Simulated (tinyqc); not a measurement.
# Undoped gate-all-around wire MOSFET, analytic charge model: effects of single changes

An undoped round wire of radius R under an insulator shell and a surrounding gate; long channel, electrons only, n = ni exp((psi - V)/Vt) with V the quasi-Fermi potential (0 at the source, Vd at the drain), constant mobility, no quantisation. The radial Poisson equation gives n(r) = n(0)/(1 - (1 - b) r^2/R^2)^2 with b = Q0/(Q + Q0). Q is the electron charge per area of the wire surface.

Values chosen for this exercise; material values close to those of silicon:

| symbol | value | unit | meaning |
|---|---|---|---|
| T | 300 | K | temperature |
| Eg | 1.14 | eV | band gap |
| eps_r | 11.6 |  | relative permittivity of the semiconductor |
| Nc | 2.85e19 | cm^-3 | conduction-band density of states at T |
| Nv | 2.7e19 | cm^-3 | valence-band density of states at T |
| eox | 25.9 |  | relative permittivity of the gate insulator |
| tox | 7.5 | nm | insulator thickness |
| R | 6 | nm | wire radius |
| dphi | -0.16 | V | gate work function less that of the intrinsic body |
| mu | 250 | cm^2/(V s) | channel mobility |
| L | 0.1 | um | gate length |
| Vd | 0.1 | V | drain voltage |

Constants: q = 1.602176634e-19 C, kB = 1.380649e-23 J/K, Vt = kB T/q, eps0 = 8.8541878128e-14 F/cm where lengths are in cm. Results are converted to the units shown.

Each table varies one quantity; the others keep the values above.

## Output curve

ni = sqrt(Nc Nv) exp(-Eg/(2 Vt)), Eg in volts; Cox = eps0 eox/(R ln(1 + tox/R)); Q0 = 4 eps0 eps_r Vt/R; V0 = dphi + Vt ln[8 eps0 eps_r Vt/(q ni R^2)]. Q solves Vg - V0 - V = Q/Cox + Vt ln(Q/Q0) + Vt ln(1 + Q/Q0). I = mu (2 pi R/L)[2 Vt (Qs - Qd) + (Qs^2 - Qd^2)/(2 Cox) + Vt Q0 ln((Qd + Q0)/(Qs + Q0))], with Qs at V = 0 and Qd at V = Vd.

In this table Vg = 0.66 V.

Output curve:
```
Vd (V),Qd (nC/cm^2),Qd/Qs,I (uA)
0.06,760.73,0.77173,4.9329
0.11,583.07,0.59150,8.0950
0.16,417.87,0.42391,10.448
0.22,243.30,0.24682,12.302
0.27,126.71,0.12855,13.162
0.32,47.483,0.048170,13.556
0.38,7.8392,0.0079526,13.687
0.43,1.2406,0.0012585,13.704
0.48,0.18197,1.8461e-4,13.707
```

Read the table: what changes, and by how much?

The current rises from 4.93 to 13.7 uA, while the charge at the drain end falls from 0.77 to 1.8e-4 of that at the source. The current first comes within 1 % of its last value at Vd = 0.38 V among the rows. Over the last rows Qd falls by a factor of e for each Vt of drain voltage: the drain end is in weak inversion. In every row the surface density at the source passes 0.3 Nc, where Boltzmann statistics fail. For Vd = 0.16 to 0.48 V mu V/L, with V the smaller of Vd and Vg - V0, passes 3e6 cm/s, so velocity saturation would lower the current. In every row the body is thin enough for quantum confinement, left out here, to raise the threshold.

## Transfer curve and volume inversion

Same model as above.

The drop is psi(surface) - psi(centre) at the source end; C = dQs/dVg, Cg = Cox, drop = 2 Vt ln(1 + Qs/Q0); gm = dI/dVg.

Result of one run:
```
Vg (V),Qs (nC/cm^2),drop (mV),C/Cg,I (uA),gm/I (1/V)
0.51,449.7,65.37,0.6824,2.845,9.284
```

What becomes of these results when the gate voltage Vg is changed from 0.51 to 0.28 V, all else the same?

Result of the changed run:
```
Vg (V),Qs (nC/cm^2),drop (mV),C/Cg,I (uA),gm/I (1/V)
0.28,7.839,2.240,0.05813,0.01968,36.67
```

The whole series:
```
Vg (V),Qs (nC/cm^2),drop (mV),C/Cg,I (uA),gm/I (1/V)
0.06,0.001759,5.137e-4,1.443e-5,4.195e-6,38.68
0.17,0.1237,0.03612,0.001013,2.953e-4,38.65
0.28,7.839,2.240,0.05813,0.01968,36.67
0.4,147.4,31.32,0.4541,0.6329,19.66
0.51,449.7,65.37,0.6824,2.845,9.284
0.62,834.5,90.12,0.7896,6.170,5.381
0.73,1260,108.3,0.8464,10.03,3.648
0.85,1750,123.4,0.8827,14.55,2.654
0.96,2213,134.6,0.9041,18.87,2.108
```

The current rises from 4.20e-6 to 18.9 uA. In the first row gm/I is 38.7 1/V, within 0.01 % of 1/Vt: with no depletion charge the whole body follows the gate, and the swing is ideal. The drop between surface and centre goes from 5.1e-4 to 135 mV and passes Vt at Vg = 0.4 V among the rows; below that the density varies across the body by less than a factor of e (volume inversion). C reaches 0.90 of Cg in the last row. For Vg = 0.51 to 0.96 V the surface density at the source passes 0.3 Nc, where Boltzmann statistics fail. In every row the body is thin enough for quantum confinement, left out here, to raise the threshold.

## Effect of the wire radius

I = mu (2 pi R/L)[2 Vt (Qs - Qd) + (Qs^2 - Qd^2)/(2 Cox) + Vt Q0 ln((Qd + Q0)/(Qs + Q0))], with Qs at V = 0 and Qd at V = Vd.  I(low) is taken at Vg = 0.11 V, Qs and I(high) at Vg = 0.86 V.

Effect of the wire radius:
```
R (nm),V0 (V),I(low) (nA),Qs(high) (nC/cm^2),I(high) (uA)
2,0.4146,0.003225,2633,7.262
2.8,0.3972,0.006321,2299,8.903
3.9,0.3801,0.01226,2042,11.04
5.5,0.3623,0.02439,1836,14.02
7.7,0.3449,0.04779,1681,18.01
11,0.3265,0.09753,1557,23.86
15,0.3104,0.1813,1476,30.87
```

Read the table: what changes, and by how much?

As R goes from 2 to 15 nm, I(low) rises from 0.00322 to 0.181 nA and I(high) rises from 7.26 to 30.9 uA. On average I(low) goes as R^(2.00) and I(high) goes as R^(0.72). Below threshold the charge is proportional to the cross-section of the body; above it the insulator sets the charge. In every row the surface density at the source at the higher gate voltage passes 0.3 Nc, where Boltzmann statistics fail. For R = 2 to 5.5 nm the body is thin enough for quantum confinement, left out here, to raise the threshold.

Computed by the program tinyqc: `OMP_NUM_THREADS=1 python tinyqc.py 2460114 2460115 out.jsonl`, one thread of a shared Intel Xeon 2.30GHz, about 0.03 s for the whole run.
